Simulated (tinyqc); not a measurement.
# One-sided p+-n junction, ionisation integral and breakdown, step by step

tinyqc, about 0.06 s, one thread, Intel Xeon 2.30GHz (shared host): `OMP_NUM_THREADS=1 python tinyqc.py 2120111 2120112 out.jsonl` Printed values are rounded.

A p+ layer at x < 0 and an n drift layer from x = 0. Depletion approximation, built-in voltage neglected. Local ionisation coefficients alpha_n = an exp(-(bn/E)^mx), alpha_p = ap exp(-(bp/E)^mx). Electrons move towards +x, holes towards x = 0.

Values chosen for this exercise; material values close to those of indium phosphide: relative permittivity eps_r = 12.5; prefactor of the electron ionisation coefficient an = 1.08e7 1/cm; field constant for electrons bn = 2.97e6 V/cm; prefactor of the hole ionisation coefficient ap = 4.95e6 1/cm; field constant for holes bp = 2.57e6 V/cm; exponent mx = 1; donor density of the drift layer N = 5.2e15 cm^-3; reverse voltage V = 91.8 V; share of the depleted width that the grid covers fr = 0.6.

Constants: q = 1.602176634e-19 C, eps0 = 8.8541878128e-14 F/cm where lengths are in cm. Results are converted to the units shown.

## Field and ionisation coefficients on a grid

W = sqrt(2 eps0 eps_r V/(q N)), peak field E0 = q N W/(eps0 eps_r), falling linearly to 0 at W. Grid: 14 equal steps from 0 to fr W.

W = 4.938657 um

| point | x (um) | E (kV/cm) | alpha_n (1/cm) | alpha_p (1/cm) |
|---|---|---|---|---|
| 0 | 0.000000 | 371.7610 | 3663.056 | 4923.893 |
| 1 | 0.211657 | 355.8284 | 2561.470 | 3613.078 |
| 2 | 0.423313 | 339.8958 | 1732.090 | 2575.392 |
| 3 | 0.634970 | 323.9632 | 1127.037 | 1775.607 |
| 4 | 0.846627 | 308.0305 | 701.4544 | 1177.996 |
| 5 | 1.058284 | 292.0979 | 414.5668 | 747.3093 |
| 6 | 1.269940 | 276.1653 | 230.5871 | 449.8338 |
| 7 | 1.481597 | 260.2327 | 119.3660 | 254.4544 |
| 8 | 1.693254 | 244.3001 | 56.70585 | 133.6266 |
| 9 | 1.904910 | 228.3675 | 24.28119 | 64.14245 |
| 10 | 2.116567 | 212.4349 | 9.155003 | 27.57948 |
| 11 | 2.328224 | 196.5022 | 2.946817 | 10.34152 |
| 12 | 2.539881 | 180.5696 | 0.7765519 | 3.261416 |
| 13 | 2.751537 | 164.6370 | 0.1580840 | 0.8226701 |
| 14 | 2.963194 | 148.7044 | 0.02288091 | 0.1544769 |

## Ionisation integrals by the trapezoid rule

G(x) = integral from 0 to x of (alpha_n - alpha_p); I_n = integral of alpha_n exp(-G) (electrons injected at x = 0), I_p = integral of alpha_p exp(G(end) - G) (holes injected at the far edge); M = 1/(1 - I). All integrals by the trapezoid rule on the grid.

| point | G | alpha_n exp(-G) (1/cm) |
|---|---|---|
| 0 | 0.00000000 | 3663.056 |
| 1 | -0.02447222 | 2624.928 |
| 2 | -0.04452574 | 1810.955 |
| 3 | -0.06031396 | 1197.105 |
| 4 | -0.07222083 | 753.988 |
| 5 | -0.08078535 | 449.448 |
| 6 | -0.08662696 | 251.453 |
| 7 | -0.09037683 | 130.656 |
| 8 | -0.09262048 | 62.209 |
| 9 | -0.09385637 | 26.671 |
| 10 | -0.09447320 | 10.062 |
| 11 | -0.09474644 | 3.240 |
| 12 | -0.09485099 | 0.854 |
| 13 | -0.09488432 | 0.174 |
| 14 | -0.09489275 | 0.025 |

I_n = 0.1937354
I_p = 0.2666440
M_n = 1.240288
M_p = 1.363594

A grid of 1500 steps over the whole width gives I_n = 0.1917 and I_p = 0.2646; the coarse I_n is 1.1 % above and the coarse I_p 0.77 % above those values. Holes multiply more: on this coarse grid M - 1 is 1.51 times as large for them.

## Breakdown voltage by secant steps

G(x) = integral from 0 to x of (alpha_n - alpha_p); I_n = integral of alpha_n exp(-G) (electrons injected at x = 0), I_p = integral of alpha_p exp(G(end) - G) (holes injected at the far edge); M = 1/(1 - I). Secant steps on ln I_n(V) = 0 with the integrals on a fine grid (1500 steps), from the points V = 95.5 and 124 V; stop when the step is below 1e-7 of V.

Course of the iteration:

| step | V (V) | I_n | change of V (V) |
|---|---|---|---|
| 1 | 124 | 0.8033562 | 5.05 |
| 2 | 129.0507 | 0.9596869 | 1.17 |
| 3 | 130.2195 | 0.9985563 | 0.0425 |
| 4 | 130.2620 | 0.9999901 | 2.95e-4 |
| 5 | 130.2623 | 1.000000 | 7.19e-8 |

Breakdown at 130.26 V, with a peak field of 442.8 kV/cm and W = 5.883 um. The integral for holes reaches 1 at the same voltage.
